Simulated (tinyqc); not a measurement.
Chemical-mechanical planarisation: Preston law, pattern density and step-height reduction: one step, computed by the program tinyqc.

A row of 10 cells, repeated periodically, holds raised features that cover a share rho of each cell.

Task: Effective density. The stiff pad averages the density: rho_eff(i) = sum_j w_ij rho_j / sum_j w_ij, w = exp(-2 d^2/L^2), L the planarisation length and d the distance between cell centres, summed over all periodic images of cell j.

Inputs (values chosen for the exercise, close to those used for copper polishing): cell size = 0.81 mm; planarisation length = 2.3 mm.

local pattern densities, cell by cell: [0.9, 0.8, 0.9, 0.3, 0.8, 0.7, 0.4, 0.5, 0.9, 0.2]

Give: normalised weights (images included) for cells 0, 1, 2, ... apart; effective densities.

Result:

normalised weights (images included) for cells 0, 1, 2, ... apart: [0.2810, 0.2193, 0.1042, 0.0301, 0.0053, 0.0011]

effective densities: [0.6910, 0.7297, 0.7058, 0.6573, 0.6285, 0.6038, 0.5782, 0.5775, 0.5965, 0.6318]

Local densities span 0.2 to 0.9, effective ones 0.577 to 0.730.
